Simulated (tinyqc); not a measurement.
Global model of a low-pressure process discharge: electron temperature, density, ion flux and ion energy: one step, computed by the program tinyqc.

Maxwellian electrons with temperature T_e in eV, one positive ion, no negative ions, uniform bulk density n; rate constants have the Arrhenius form.

Question. Biased electrode. All bias power goes to ions: V_b = P_b/(J pi r^2). Debye length at the sheath edge lambda_D = sqrt(eps_0 T_e/(e h_L n)); Child-law sheath s = (sqrt2/3) lambda_D (2 V/T_e)^(3/4), V = V_b + V_s; ion transit time tau_i = 3 s sqrt(M/(2 e V)); collisions in the sheath s/lambda_i.

Inputs (values chosen for the exercise, of the order of those of an inductive discharge in a simple atomic gas):

| quantity | value | unit |
|---|---|---|
| ion mass M | 40 | u |
| gas temperature T_g | 300 | K |
| bias power P_b | 420 | W |
| radius of the biased electrode | 5 | cm |
| bias frequency | 60 | MHz |

ion current density J = 14.59452 mA/cm^2

T_e = 2.785462 eV

h_L = 0.3423858

plasma density n = 1.026395e+12 1/cm^3

wall potential V_s = 13.03482 V

ion mean free path = 1.344788 cm

Constants: eps_0 = 8.8541878128e-12 F/m; e = 1.602176634e-19 C; u = 1.6605390666e-27 kg.

Give: bias voltage V_b; lambda_D; sheath width s; ion transit time; transit time over bias period; s/lambda_i.

Answer.

bias voltage V_b = 366.4 V

lambda_D = 20.93 micrometre

sheath width s = 0.6616 mm

ion transit time = 46.39 ns

transit time over bias period = 2.783

s/lambda_i = 0.04920

The sheath is nearly free of collisions.
